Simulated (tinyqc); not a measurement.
# Modulation-doped quantum well, Poisson-Schroedinger loop with local exchange and correlation: effect of the temperature

A well of width L centred at z = 0 between barriers Vb; effective-mass electrons, parabolic bands. The electrons come from donor sheets outside the mesh, a share fL of Ns on the left and the rest on the right, so the structure is neutral. Energies are counted from the band edge of the well, with U = 0 on the first node in the Hartree part.

Schroedinger equation -C d/dz (1/m) dpsi/dz + (V0 + U) psi = E psi, C = hbar^2/(2 m0), on a fine mesh (400 intervals across the well) with hard walls 7.2 nm outside the well edges (to within half a fine step); the lowest 2 levels are kept. V0 = 0 in the well and Vb outside, plus q Fz z (1 kV/cm = 1e-4 eV/nm). N_k = D Vt ln(1 + exp((EF - E_k)/Vt)), D = md m0 q/(pi hbar^2), sum N_k = Ns; n = sum N_k |psi_k|^2. dU/dz = q (fL Ns - integral of n from the left)/(eps0 eps_r). Added to it: V_xc = -(2 Ry/(pi al rs)) [1 + 0.7734 (rs/21) ln(1 + 21/rs)] (Hedin-Lundqvist), al = (4/(9 pi))^(1/3), rs = (3/(4 pi n))^(1/3)/aB, aB = 4 pi eps0 eps_r hbar^2/(md m0 q^2), Ry = q/(8 pi eps0 eps_r aB) in eV. The loop is converged to 1e-9 eV; shares under 0.001 % are printed as 0.

Values chosen for this exercise; material values close to those of In0.53Ga0.47As in InAlAs: mass along z in the well mw = 0.0419 m0; mass along z in the barriers mb = 0.0755 m0; in-plane mass md = 0.0415 m0; barrier height Vb = 0.51 eV; relative permittivity (all layers) eps_r = 13.5; well width L = 17.6 nm; sheet density of electrons Ns = 2.6e12 cm^-2; share of the donors on the left side fL = 0.25; applied field along z Fz = 7 kV/cm.

Constants: q = 1.602176634e-19 C, kB = 1.380649e-23 J/K, hbar = 1.054571817e-34 J s, m0 = 9.1093837015e-31 kg, Vt = kB T/q, eps0 = 8.8541878128e-14 F/cm where lengths are in cm, hbar^2/(2 m0) = 0.0380998212 eV nm^2. Results are converted to the units shown.

Effect of the temperature:
```
T (K)	E2 - E1 (meV)	EF - E1 (meV)	share of E2 (%)	centroid (nm)	charge in the barriers (%)	range of U in the well (meV)
4	54.7	102	31.8	1.58	2.43	129
20	54.7	102	31.8	1.58	2.43	129
50	54.7	102	31.8	1.58	2.43	129
100	54.7	102	31.8	1.58	2.43	129
150	54.7	102	31.9	1.58	2.44	129
200	54.8	102	32.1	1.58	2.44	129
300	55.1	100	32.8	1.56	2.45	130
400	55.4	97.2	33.8	1.53	2.47	130
```

What does the comparison show?

As T goes from 4 to 400, E2 - E1 rises from 54.7 to 55.4 meV, EF - E1 falls from 102 to 97.2 meV and the share of E2 rises from 31.8 to 33.8 %. EF lies above E2 in every row. For T = 150, 200, 300, 400 E2 holds over 8 % and the third level, left out, lies near enough to EF to take a share too.

tinyqc, about 0.2 s, one thread, Intel Xeon 2.30GHz (shared host): `OMP_NUM_THREADS=1 python tinyqc.py 2140109 2140110 out.jsonl`
